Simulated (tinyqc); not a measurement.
# From one set of inputs to another, one input at a time

Model: Stillinger-Weber potential for a tetrahedral semiconductor. Computed by tinyqc, a small Python program. Command: `OMP_NUM_THREADS=1 python tinyqc.py 3000344 3000345 out.jsonl swsi ladder`. One thread of a shared host (Intel(R) Xeon(R) Processor @ 2.30GHz), about 0.1 s of CPU time with the checks.

With x = r/sigma: pair term eps A (B x^-4 - 1) exp(1/(x - a)); for each pair of neighbours j, k of atom i, three-body term eps lambda exp(gamma/(x_ij - a) + gamma/(x_ik - a)) (cos theta_jik + 1/3)^2; both vanish beyond x = a. A = 7.049556277, B = 0.6022245584, a = 1.8.

The inputs printed are set A. Set A is modelled on silicon; the values taken over come from a set modelled on germanium. Inputs not listed in the table keep their values of set A, so the rows need not describe a real material.

Inputs (values chosen for the exercise, modelled on silicon):
```
quantity                    value      unit
energy scale eps            2.077        eV
length scale sigma          2.112  angstrom
three-body strength lambda   19.7         -
gamma                         1.2         -
```

Constants: 1 eV/angstrom^3 = 160.2176634 GPa.

Method. All angles are tetrahedral, so only the pair term acts; its minimum lies at x = 2^(1/6) with depth eps, and second neighbours lie beyond the cut-off. a0 = 4 d/sqrt3; E = -2 eps per atom. Second derivatives of the energy per atom, volume a0^3/8: e_xx gives C11, e_xx = -e_yy gives 2 (C11 - C12), e_xy = e_yx = h/2 gives the unrelaxed C44(0). Under that shear the second sublattice shifts by u_z; minimising over u_z gives C44 = C44(0) - E_hu^2/(E_uu V) and Kleinman's zeta = |E_hu/E_uu|/(a0/4). The optical force constant is k = 4 E_uu, with M omega^2 = k at the zone centre.

Each row keeps all changes above it:
```
input moved                     from     to  C11 (GPa)  C44 (GPa)  optical force constant k (eV/angstrom^2)
set A                              -      -      138.7      50.29                                     33.92
three-body strength lambda      19.7   31.3      164.5      70.16                                     38.63
energy scale eps (eV)          2.077  1.831      145.0      61.85                                     34.05
length scale sigma (angstrom)  2.112  2.172      133.3      56.87                                     32.20
gamma                            1.2    1.1      152.7      68.64                                     35.83
```

C11 goes from 139 to 153, a factor 1.10 in all. The largest single move comes from three-body strength lambda (a factor 1.19), and energy scale eps works against it (a factor 0.882). C44 goes from 50.3 to 68.6, a factor 1.37 in all. The largest single move comes from three-body strength lambda (a factor 1.40), and energy scale eps works against it (a factor 0.882). Optical force constant k goes from 33.9 to 35.8, a factor 1.06 in all. The largest single move comes from three-body strength lambda (a factor 1.14), and energy scale eps works against it (a factor 0.882). The single moves hold for this order of the switches; the total does not depend on the order.

Caution (all rows): the original fit to silicon is too soft in shear (C44) and too stiff for the optical mode.

Extremes, crossings and ranges named in words are read from the listed rows.
